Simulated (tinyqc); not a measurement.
# Geometry relaxation of a small cluster, step by step

A worked calculation. Computed by tinyqc, a small Python program that keeps every step. Command: `OMP_NUM_THREADS=1 python tinyqc.py 3010039 3010040 out.jsonl relax walk`. One thread of a shared host (Intel(R) Xeon(R) Processor @ 2.30GHz), about 0.01 s of CPU time with the checks. Intermediate numbers are printed to about 6 digits and carried at full precision; extremes and crossings named in words are read from the listed rows.

E = sum_i {sum_j A exp(-p (r_ij/r0 - 1)) - xi sqrt(rho_i)}, rho_i = sum_j exp(-2 q (r_ij/r0 - 1)); the force on i is -sum_j w_ij (R_i - R_j)/r_ij with w_ij = -(2p/r0) A exp(-p (r_ij/r0 - 1)) + (xi q/r0) exp(-2 q (r_ij/r0 - 1)) (rho_i^(-1/2) + rho_j^(-1/2)).

Inputs (values chosen for the exercise, for model atoms):

| quantity | value | unit |
|---|---|---|
| length r0 | 2.32 | angstrom |
| repulsion A | 0.085 | eV |
| hopping xi | 1.06 | eV |
| decay p | 9.59 | - |
| decay q | 2.67 | - |
| step factor eta | 0.034 | angstrom^2/eV |
| largest number of steps | 500 | - |

Potential: Gupta. Method: steepest descent.

starting positions (angstrom):
```
           x     y      z
atom 1  0.01  0.05   0.16
atom 2  2.31   0.1  -0.09
atom 3  1.24  1.84  -0.02
```

## Energy and forces at the start

Evaluate E and the forces at the starting positions.

distances (angstrom): 1-2 2.31409, 1-3 2.17931, 2-3 2.04387

energy at the start = -4.35285 eV

forces (eV/angstrom):
```
               x         y         z
atom 1   1.23157   0.64569  -0.15012
atom 2  -1.02256   0.34480   0.10151
atom 3  -0.20902  -0.99048   0.04861
```

## The first two steps

Steepest descent: R(new) = R + eta F. No atom moves more than 0.3 angstrom a step (the whole step is scaled). Stop when the largest force component is below 1e-5 eV/angstrom.

positions after step 1 (angstrom):
```
              x        y         z
atom 1  0.05187  0.07195   0.15490
atom 2  2.27523  0.11172  -0.08655
atom 3  1.23289  1.80632  -0.01835
```

energy after step 1 = -4.47129 eV

positions after step 2 (angstrom):
```
              x        y         z
atom 1  0.08493  0.08658   0.15094
atom 2  2.25146  0.11195  -0.08398
atom 3  1.22361  1.79147  -0.01695
```

energy after step 2 = -4.52511 eV

## All steps

The formulas are those given above.

Course of the relaxation:

| step | E (eV) | largest force (eV/angstrom) | force calls |
|---|---|---|---|
| 0 | -4.35285 | 1.23157e+00 | 1 |
| 1 | -4.47129 | 9.72250e-01 | 2 |
| 2 | -4.52511 | 7.16572e-01 | 3 |
| 3 | -4.55121 | 5.21783e-01 | 4 |
| 4 | -4.56603 | 3.86010e-01 | 5 |
| 5 | -4.57512 | 2.89300e-01 | 6 |
| 6 | -4.58077 | 2.17477e-01 | 7 |
| 7 | -4.58423 | 1.62947e-01 | 8 |
| 8 | -4.58632 | 1.21441e-01 | 9 |
| ... | ... | ... | ... |
| 31 | -4.58914 | 1.14344e-04 | 32 |
| 32 | -4.58914 | 8.41928e-05 | 33 |
| 33 | -4.58914 | 6.19910e-05 | 34 |
| 34 | -4.58914 | 4.56433e-05 | 35 |
| 35 | -4.58914 | 3.36063e-05 | 36 |
| 36 | -4.58914 | 2.47435e-05 | 37 |
| 37 | -4.58914 | 1.82180e-05 | 38 |
| 38 | -4.58914 | 1.34134e-05 | 39 |
| 39 | -4.58914 | 9.87583e-06 | 40 |

final positions (angstrom):
```
              x        y         z
atom 1  0.17870  0.09127   0.14068
atom 2  2.18584  0.07026  -0.07579
atom 3  1.19546  1.82847  -0.01488
```

final energy = -4.58914 eV

steps = 39

largest force at the end = 9.87583e-06 eV/angstrom

Converged in 39 steps.

## Curvatures at the end

Hessian at the final positions by central differences of the forces; six eigenvalues vanish (translations and rotations). Steepest descent is stable for eta below 2/lambda_max and contracts the softest mode by 1 - eta lambda_min a step.

non-zero eigenvalues (eV/angstrom^2): 7.7569  7.7571  21.8316

condition number = 2.81446

largest stable eta = 0.0916104 angstrom^2/eV

contraction of the softest mode = 0.736265

All are positive, so the end point is a minimum.

## Four methods from the same start

Conjugate gradient (Polak-Ribiere): d = F + beta d(old), beta = max(0, F.(F - F(old))/|F(old)|^2), d = F at first; step length from one secant, s = eta (F.d)/(F.d - F(R + eta d).d), replaced by eta if that is not positive; R(new) = R + s d. BFGS: R(new) = R + B F with the inverse Hessian B = eta 1 at first; with s = R(new) - R, y = F - F(new), rho = 1/(y.s): B(new) = (1 - rho s y^T) B (1 - rho y s^T) + rho s s^T, skipped if y.s is not positive. FIRE with unit mass: if F.v > 0, v = (1 - a) v + a |v| F/|F|, and after more than 5 such steps in a row dt = min(1.1 dt, 5 dt0), a = 0.99 a; else v = 0, a = 0.1, and dt = dt/2 (not at the first step). Then v = v + dt F, R(new) = R + dt v. dt0 = sqrt(eta), a = 0.1 at first. In this comparison each method may take up to 1500 steps.

Cost:

| method | steps | force calls | final E (eV) | calls to reach 1e-2 |
|---|---|---|---|---|
| steepest descent | 39 | 40 | -4.58914 | 18 |
| conjugate gradient | 10 | 21 | -4.58914 | 15 |
| BFGS | 11 | 12 | -4.58914 | 9 |
| FIRE | 91 | 92 | -4.58914 | 28 |

In force calls the order is BFGS (12), conjugate gradient (21), steepest descent (40), FIRE (92). All that converged end at the same energy. Near the minimum steepest descent multiplies the slowest mode by 0.736 in size a step, 8 steps a decade of force, at a condition number of 2.8. On this problem it beats FIRE in force calls.

Checks made by the program: forces against finite differences of E (relative difference 2e-10).
